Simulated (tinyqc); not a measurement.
Vacuum evaporation: vapour pressure, source flux, thickness distribution, purity and step coverage: one step, computed by the program tinyqc.

Molecular flow, unit sticking of the metal, no re-evaporation. The background gas is taken as water vapour (18.015 g/mol, collision diameter 0.37 nm) at 300 K.

Task: Offset source and rotation. Rotating wafer, source offset by s and facing upwards: thickness at radius r is the mean over the angle a of (1 + (r^2 + s^2 - 2 r s cos a)/h^2)^(-(n + 3)/2), by 360 equal steps; non-uniformity (max - min)/(max + min) over 21 radii from 0 to R.

Inputs (values chosen for the exercise, modelled on gallium, with constants for the liquid):
```
quantity                         value  unit
directionality n                     4     -
source-to-wafer distance h          62    cm
wafer radius R                     7.5    cm
source offset from the axis s/h   0.42     -
```

Give: centre thickness relative to an axial source; edge over centre, rotating; non-uniformity, rotating.

Result:

centre thickness relative to an axial source = 0.5663

edge over centre, rotating = 0.9856

non-uniformity, rotating = 0.7276 %
